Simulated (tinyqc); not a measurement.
Ways to reach the isolated limit: finite-size error of a charged defect in a periodic cell: Madelung and Makov-Payne terms. Computed by tinyqc, a small Python program. Command: `OMP_NUM_THREADS=1 python tinyqc.py 3022887 3022888 out.jsonl imagecharge walk`. One thread of a shared host (Intel(R) Xeon(R) Processor @ 2.30GHz), about 0.02 s of CPU time with the checks.

L is the cube root of the cell volume. The defect charge is a Gaussian, rho(r) = q (2 pi sigma^2)^(-3/2) exp(-r^2/2 sigma^2), repeated periodically in a uniform neutralising background and screened by a continuum. The model cell energy is E(L) = E_0 + [periodic - isolated electrostatic energy].

Inputs (values chosen for the exercise, with screening close to that of InAs):
```
quantity                                     value      unit
charge q                                         1         e
cell length L                                   14  angstrom
dielectric constant eps                       15.6         -
width sigma of the defect charge               1.8  angstrom
formation energy of the isolated defect E_0  5.056        eV
```

Supercell lattice: fcc. Screening: isotropic.

scatter added to the six cells, standing for numerical noise (meV): -0.34  -2  -0.41  -0.61  -0.079  0.66

Constants: e^2/(4 pi eps_0) = 14.39964548 eV angstrom.

Method:
- Cell vectors: (0,1,1), (1,0,1), (1,1,0), scaled to volume L^3.
- Ewald sum for a unit point charge: scale each Cartesian component of the cell by 1/sqrt(eps_i), giving R', G' and V'; E = [ (1/2) sum erfc(eta R')/R' + (2 pi/V') sum exp(-G'^2/4 eta^2)/G'^2 - eta/sqrt(pi) - pi/(2 V' eta^2) ] e^2/(4 pi eps_0) / sqrt(eps_x eps_y eps_z), over n_i = -6..6, omitting n = (0,0,0), eta = 2/V'^(1/3). alpha = -2 E eps_g L/(e^2/(4 pi eps_0)), eps_g = (eps_x eps_y eps_z)^(1/3).
- Periodic energy of the Gaussian: (2 pi q^2/V) sum_(G != 0) exp(-sigma^2 G^2)/(G.eps.G) x e^2/(4 pi eps_0), n_i = -k..k with k = max(9, L/sigma rounded up). Isolated energy: q^2/(2 sqrt(pi) sigma) <1/(n.eps.n)> e^2/(4 pi eps_0), the mean over directions n, here 1/eps.
- Cells of the same shape with L scaled by 0.7, 0.85, 1, 1.25, 1.5 and 2; the scatter is added to E(L).
- The point-charge correction scales as 1/L from its value at the input L.
- Least-squares fits of E(L) to a + b/L, a + c/L^3 or a + b/L + c/L^3; the estimate is a, and errors are against E_0.

Scaling data:
```
L (angstrom)  1/L (1/angstrom)  E(L) (eV)  E(L) + point-charge correction (eV)
9.8                   0.102041    4.93959                              5.07562
11.9                  0.084034    4.95313                              5.06515
14.0                  0.071429    4.96722                              5.06244
17.5                  0.057143    4.98272                              5.05890
21.0                  0.047619    4.99447                              5.05795
28.0                  0.035714    5.00991                              5.05752
```

point-charge correction -q^2 E = 0.0952157 eV

nearest image = 15.7145 angstrom

Estimates of E_0:
```
way                              estimate (eV)  error (meV)
largest cell, uncorrected               5.0099      -46.092
largest cell, point-charge term         5.0575        1.516
1/L fit, three smallest                 5.0299      -26.104
1/L fit, all six                        5.0455      -10.526
1/L^3 fit, all six                      4.9998      -56.219
1/L and 1/L^3, three smallest           5.0904       34.395
1/L and 1/L^3, all six                  5.0600        3.987
corrected data, 1/L^3 fit               5.0559       -0.088
```

coefficient b of the full fit = -1.4298 eV angstrom

What follows from these numbers?

Best here: corrected data, 1/L^3 fit (-0.1 meV); worst: 1/L^3 fit, all six (-56 meV). The fitted b is 107.3 % of the Madelung value -q^2 alpha e^2/(8 pi eps_0 eps_g). The three-term fit to three small cells has no spare point and magnifies the scatter. A pure 1/L fit lands below E_0, because the positive 1/L^3 term flattens the small-cell points.

Extremes, crossings and ranges named in words are read from the listed rows.
